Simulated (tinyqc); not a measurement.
What each parameter does: ellipsoidal valleys in the axes of a wafer and a channel.

Valleys with axes a along x, y and z, two valleys each; inverse mass tensor w = 1/mt + (1/ml - 1/mt) a a. Device axes: z = nz/|nz|, x = nx/|nx|, y = z cross x; in them a = (ax, ay, az). Confinement mass mz = 1/w_zz. In the plane w_ij is replaced by u_ij = w_ij - w_iz w_jz/w_zz (i, j = x, y); density-of-states mass md = 1/sqrt(det u); conductivity mass along x mc = 1/u_xx; ballistic transport mass mx = u_yy/det u, width mass my = 1/u_yy.

Hard walls: E_n = c (n pi/t)^2/mz, c = hbar^2/2m0, n = 1, 2, 3. Non-degenerate share of a valley proportional to md sum_n exp(-E_n/kT); mean 1/mc = sum of share/mc. 1 nm = 10 angstrom.

Constants: hbar^2/2m0 = 3.80998211 eV angstrom^2; kB = 8.617333262e-05 eV/K.

Inputs chosen for the exercise (near those of the Delta valleys of Si; shifted at random, so the results belong to these values and not to a real crystal): ml = 0.891 m0 (longitudinal mass); mt = 0.183 m0 (transverse mass); nz = (1, 1, 3) (surface normal (confinement)); nx = (1, -1, 0) (channel direction); t = 6.1 nm (thickness of the film); T = 300 K (temperature).

Lowest E1, its share and the mean conductivity mass.

Results for these values:

| case | lowest E1 (meV) | share | mean mc (m0) |
|---|---|---|---|
| base | 19.32 | 0.5385 | 0.2281 |

What happens to each result for T = 330 K, all else kept?

Answer: lowest E1 does not change at the printed digits; share falls from 0.5385 to 0.5158; mean mc rises from 0.2281 to 0.2309.

The same for each parameter in turn:

| case | lowest E1 (meV) | share | mean mc (m0) |
|---|---|---|---|
| base | 19.32 | 0.5385 | 0.2281 |
| ml = 0.802 m0 | 20.35 | 0.5330 | 0.2270 |
| mt = 0.201 m0 | 18.42 | 0.5117 | 0.2523 |
| t = 6.71 nm | 15.97 | 0.4960 | 0.2334 |
| T = 330 K | 19.32 | 0.5158 | 0.2309 |

Run: tinyqc, `OMP_NUM_THREADS=1 python tinyqc.py 1850311 1850312 out.jsonl`; Intel(R) Xeon(R) Processor @ 2.30GHz, one thread, shared host; about 0.01 s of CPU time with all checks.
